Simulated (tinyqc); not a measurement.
## Trap density from the barrier height

Problem. In a partly depleted grain with all boundary traps filled, 2 N W = Qt and VB = q N W^2/(2 eps0 eps_r). Find Qt, W and the doping at which VB would equal Vt.

Inputs (values chosen for the exercise):
- T = 350 K (temperature)
- eps_r = 11.7 (relative permittivity)

Constants: q = 1.602176634e-19 C, kB = 1.380649e-23 J/K, Vt = kB T/q, eps0 = 8.8541878128e-14 F/cm where lengths are in cm. Results are converted to the units shown.

doping = 2.3e18 cm^-3
barrier height = 0.075648529 V

Solution. Eliminating W gives VB = q Qt^2/(8 eps0 eps_r N), which falls as 1/N.

Qt = 3.00e12 cm^-2
W = 6.52 nm
doping for VB = Vt = 5.77e18 cm^-3

Program tinyqc, `OMP_NUM_THREADS=1 python tinyqc.py 2830068 2830069 out.jsonl`; Intel Xeon 2.30GHz, shared host, one thread, about 0.01 s.
